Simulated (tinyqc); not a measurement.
From results back to parameters: donor-acceptor pair recombination. Three cases, with inputs chosen for the exercise.

Problem. The lines of two shells were computed from hidden eps and ED + EA.

h nu = Eg - ED - EA + q/(eps R), q = e^2/(4 pi eps0); shell j lies at R = a_lat sqrt(j/2) for the same sublattice and a_lat sqrt(j/2 - 5/16) for opposite ones (on the same sublattice shells 14, 30, 46, 56, 62, ... are empty, where 2j has the form 4^a (8b + 7)); rate W = W0 exp(-2R/aD) with the donor radius aD = q/(2 eps ED). Polarisation and overlap terms, which matter for close pairs, are left out.

Constants: e^2/(4 pi eps0) = 14.39964547 eV angstrom.

Find: R; eps; ED + EA.

Method. h nu against 1/R is a line of slope q/eps and intercept Eg - ED - EA.

Case 1.

Values chosen (near those of impurities in InP; shifted at random, so the results belong to these values and not to a real crystal): a_lat = 5.869 angstrom (lattice constant); Eg = 1.415 eV (gap); kind = same (sublattices of donor and acceptor); j12 = (4483, 12706) (two shells).

h nu (eV): 1.364548  1.362823

Solution.

R (angstrom): 277.86  467.79

eps = 12.2
ED + EA = 55 meV

Case 2.

Values chosen (near those of impurities in InP; shifted at random, so the results belong to these values and not to a real crystal): a_lat = 5.869 angstrom (lattice constant); Eg = 1.429 eV (gap); kind = same (sublattices of donor and acceptor); j12 = (2152, 15636) (two shells).

h nu (eV): 1.386936  1.383202

Solution.

R (angstrom): 192.52  518.93

eps = 12.6
ED + EA = 48 meV

Case 3.

Values chosen (near those of impurities in cubic GaN; shifted at random, so the results belong to these values and not to a real crystal): a_lat = 4.5 angstrom (lattice constant); Eg = 3.323 eV (gap); kind = same (sublattices of donor and acceptor); j12 = (301, 2459) (two shells).

h nu (eV): 3.194591  3.177108

Solution.

R (angstrom): 55.21  157.79

eps = 9.7
ED + EA = 155 meV

Computed by tinyqc, one run a case: `OMP_NUM_THREADS=1 python tinyqc.py N N+1 out.jsonl` with N = 1282238, 1282245, 1282260; one thread of a shared Intel(R) Xeon(R) Processor @ 2.30GHz, about 0.04 s a run at most.
